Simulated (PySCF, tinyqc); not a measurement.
Worked calculation: CIS on RHF in the sto-3g basis, frozen core, for Be, spin multiplicity 1. The lowest restricted solution is unstable here: a spin-polarised one lies 0.0012 hartree lower (PySCF). One step of it, computed by the program tinyqc.

Question. CIS matrix, triplets. A(ia,jb) = (e_a - e_i) d_ij d_ab - (ij|ab).

orbital energies (hartree): MO1 -4.483992, MO2 -0.254038, MO3 0.221086, MO4 0.221086, MO5 0.221086

Two-electron integrals over orbitals (pq|rs), unique and non-zero (hartree); the lowest 1 orbital is frozen and left out:
```
(22|22) 0.404138   (32|32) 0.086809   (33|22) 0.409597   (33|33) 0.449859
(42|42) 0.086809   (43|43) 0.024249   (44|22) 0.409597   (44|33) 0.401360
(44|44) 0.449859   (52|52) 0.086809   (53|53) 0.024249   (54|54) 0.024249
(55|22) 0.409597   (55|33) 0.401360   (55|44) 0.401360   (55|55) 0.449859
```

Give: CIS matrix A, triplet.

Answer.

CIS matrix A, triplet (hartree), order 2>3, 2>4, 2>5:
$$\begin{pmatrix}
0.066 & 0.000 & 0.000 \\
0.000 & 0.066 & 0.000 \\
0.000 & 0.000 & 0.066
\end{pmatrix}$$
